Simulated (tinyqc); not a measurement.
Film, cylinder and sphere at the same misfit: thermal stress, cracking, delamination and buckling of a thin film; Griffith cracks and misfitting inclusions. Computed by tinyqc, a small Python program. Command: `OMP_NUM_THREADS=1 python tinyqc.py 3002679 3002680 out.jsonl filmcrack walk`. One thread of a shared host (Intel(R) Xeon(R) Processor @ 2.30GHz), about 0.01 s of CPU time with the checks.

Isotropic linear elasticity; the substrate is much thicker than the film; stress is positive in tension.

Inputs (values chosen for the exercise, modelled on a silicon dioxide film on silicon):
```
quantity,value,unit
film Young's modulus E,73.4,GPa
film Poisson ratio nu,0.17,-
film expansion alpha_f,0.546,1e-6/K
substrate expansion alpha_s,3.2,1e-6/K
deposition temperature T_d,1100,K
final temperature T,300,K
intrinsic stress,-53,MPa
film thickness h,0.053,micrometre
substrate Young's modulus E_s,156,GPa
substrate Poisson ratio nu_s,0.25,-
```

Method. Thermal strain = (alpha_f - alpha_s)(T_d - T); stress = E/(1 - nu) x strain + intrinsic stress; plane-strain modulus Ebar = E/(1 - nu^2); G0 = stress^2 h/(2 Ebar) is the energy freed per area when a long strip loses its stress across its width. Thermal misfit e alone, mean stress = trace/3 and largest difference of principal stresses inside. Film: E e/(1 - nu) in two directions, 0 in the third. Cylinder: s0 = (1 + nu) e/[(1 + nu)(1 - 2 nu)/E + (1 + nu_s)/E_s] twice and s_zz = E e + 2 nu s0. Sphere: e/[(1 - 2 nu)/E + (1 + nu_s)/(2 E_s)] three times.

thermal strain = -0.0021232

Stresses inside (MPa):
```
shape,s1,s2,s3,mean,largest difference
film,-187.76,-187.76,0.00,-125.18,187.76
cylinder,-134.04,-134.04,-201.42,-156.50,67.38
sphere,-163.35,-163.35,-163.35,-163.35,0.00
```

The mean stress in size is 125 MPa in the film, 156 in the cylinder and 163 in the sphere, while the largest difference, twice the largest shear stress, goes from 188 through 67 to 0. In a ductile solid shear can relax by slip and hydrostatic stress cannot.

Extremes, crossings and ranges named in words are read from the listed rows.
